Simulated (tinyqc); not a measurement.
Inside a calculation. Method: plane-wave Kohn-Sham cycle with exchange-only LDA in a layered model solid. Computed by tinyqc, a small Python program that keeps every step. Settings: points = 16, plane-wave index or count = 2, electrons = 4, k points = 1, area = 15.0, mixing = 0.5, iteration cap = 63. Command: `OMP_NUM_THREADS=1 python tinyqc.py 30097 30098 out.jsonl` (the two numbers bound the seeds that draw the settings). One thread of a shared host (Intel(R) Xeon(R) Processor @ 2.60GHz), about 0.01 s of CPU time with the checks.

A solid whose potential varies along x alone (atomic units):
```
parameter                      value
period a                   12.700000
cross-section of the cell  15.000000
electrons per cell                 4
grid points                       16
plane waves -n..n, n               2
k points                           1
V1 in V1 cos(2 pi x/a)     -0.770000
```

Stop when sqrt(dV sum R^2) is below 1e-8, dV = a A/N.

Course of the cycle:
```
iteration  E (hartree)  norm of the residual
1          -2.16488270              2.72e-01
2          -1.12115239              8.27e-02
3          -1.10102310              5.70e-02
4          -1.10412103              4.20e-02
5          -1.15041971              2.16e-01
6          -1.34006097              1.60e-01
7          -1.15908859              1.68e-01
8          -1.26315198              1.42e-01
9          -1.19646763              2.14e-01
10         -1.35231441              1.62e-01
11         -1.15864537              1.68e-01
...                ...                   ...
53         -1.19675779              2.14e-01
54         -1.35252981              1.62e-01
55         -1.15862117              1.68e-01
56         -1.25266707              1.38e-01
57         -1.19675779              2.14e-01
58         -1.35252984              1.62e-01
59         -1.15862119              1.68e-01
60         -1.25266693              1.38e-01
61         -1.19675784              2.14e-01
62         -1.35253057              1.62e-01
63         -1.15862152              1.68e-01
```

Can the last value be used, and what does the course show?

Not by the stop rule. Not converged within 63 iterations: the residual wanders without falling. At the k point shown the highest filled and lowest empty bands lie only 0.0174 hartree apart, so integer filling is fragile. Reruns (cap 100 unless said): mixing 0.1: not converged; mixing 0.5, Kerker q0 1.0: not converged; mixing 0.3, Pulay depth 5: not converged; the original settings with a cap of 400: not converged.
